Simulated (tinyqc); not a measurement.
From generation current back to reverse bias V_r: trap-assisted generation and recombination current of an abrupt junction. Computed by tinyqc, a small Python program. Command: `OMP_NUM_THREADS=1 python tinyqc.py 3017430 3017431 out.jsonl junctionleak inv`. One thread of a shared host (Intel(R) Xeon(R) Processor @ 2.30GHz), about 0.04 s of CPU time with the checks.

Depletion approximation, flat quasi-Fermi levels across the depleted layer, long neutral regions with minority lifetimes tau_n and tau_p, full ionisation and Boltzmann statistics. Voltages in exponents stand for e V.

Inputs (values chosen for the exercise, with bands and screening modelled on GaSb):

| quantity | value | unit |
|---|---|---|
| gap E_g | 0.734 | eV |
| electron mass m_e | 0.0384 | m_0 |
| valleys M_c | 1 | - |
| hole mass m_h | 0.395 | m_0 |
| dielectric constant eps | 15.6 | - |
| acceptor density N_A | 3.4e+16 | cm^-3 |
| donor density N_D | 2.9e+17 | cm^-3 |
| capture time tau_n | 2.9e-06 | s |
| capture time tau_p | 1.2e-05 | s |
| trap level E_t - E_i | -0.12 | eV |
| electron diffusion coefficient D_n | 33 | cm^2/s |
| hole diffusion coefficient D_p | 8.4 | cm^2/s |
| temperature T | 300 | K |

Field enhancement: none.

Constants: k_B = 8.617333262e-05 eV/K; m_0 = 9.1093837015e-31 kg; k_B = 1.380649e-23 J/K; h = 6.62607015e-34 J s; e = 1.602176634e-19 C; eps_0 = 8.8541878128e-12 F/m.

Method:
- N_c = 2 M_c (2 pi m_e k_B T/h^2)^(3/2) and N_v = 2 (2 pi m_h k_B T/h^2)^(3/2), masses in units of m_0.
- n_i = sqrt(N_c N_v) exp(-E_g/2 k_B T); V_bi = (k_B T/e) ln(N_A N_D/n_i^2); diffusion saturation current J_d0 = e n_i^2 [sqrt(D_n/tau_n)/N_A + sqrt(D_p/tau_p)/N_D].
- W = sqrt(2 eps eps_0 (V_bi - V)(1/N_A + 1/N_D)/e), x_p = W N_D/(N_A + N_D), x_n = W - x_p, peak field F_m = 2 (V_bi - V)/W; reverse bias means V = -V_r.
- Potential from the p edge: phi = (V_bi - V) x^2/(x_p W) on the p side and (V_bi - V)[1 - (W - x)^2/(x_n W)] on the n side; p = N_A exp(-phi/k_B T), n = n_i^2 exp(V/k_B T)/p; U = (n p - n_i^2)/[tau_p (n + n_i exp(dE/k_B T)) + tau_n (p + n_i exp(-dE/k_B T))], dE = E_t - E_i, n1 = n_i exp(dE/k_B T), p1 = n_i exp(-dE/k_B T); J_t = e int U dx by the trapezoid rule on 400 intervals on each side.
- Generation lifetime tau_g = tau_p exp(dE/k_B T) + tau_n exp(-dE/k_B T); textbook estimate e n_i W/tau_g; generation current J_g = -J_t; total = J_g + J_d0 (1 - exp(-V_r/k_B T)).

Problem. A run gave the result below. Find the reverse bias V_r, known to lie between 5.1 and 11 V.

generation current = 2.072861e-08 A/cm^2

Solution.

Each step takes the trial c = (a f_b - b f_a)/(f_b - f_a), f being the result less the target and a, b, c the logarithms of the listed values; c replaces end b, the old b replaces a if the sign of f changed, and otherwise f_a is halved.

Scan of the range:

| reverse bias V_r (V) | generation current (A/cm^2) |
|---|---|
| 5.10 | 1.74518e-08 |
| 5.80 | 1.87878e-08 |
| 6.59 | 2.02106e-08 |
| 7.49 | 2.17395e-08 |
| 8.51 | 2.33727e-08 |
| 9.68 | 2.51373e-08 |
| 11.00 | 2.70116e-08 |

False position (Illinois rule, in the logarithm of the input) inside the bracket:

| step | end a | end b | trial | generation current (A/cm^2) |
|---|---|---|---|---|
| 1 | 6.59000 | 7.49000 | 6.88212 | 2.07168e-08 |
| 2 | 7.49000 | 6.88212 | 6.88885 | 2.07283e-08 |
| 3 | 7.49000 | 6.88885 | 6.88915 | 2.07289e-08 |
| 4 | 6.88885 | 6.88915 | 6.88900 | 2.07286e-08 |

Generation current rises at every point of a 13-point scan of the range (every second point is shown), so one value fits; it is bracketed by 6.59 and 7.49. Answer: reverse bias V_r = 6.889 V.

Caution: one side is doped near or above its effective density of states, so Boltzmann statistics understate V_bi. Caution: at such a field avalanche multiplication or band-to-band tunnelling, left out here, may dominate the reverse current.
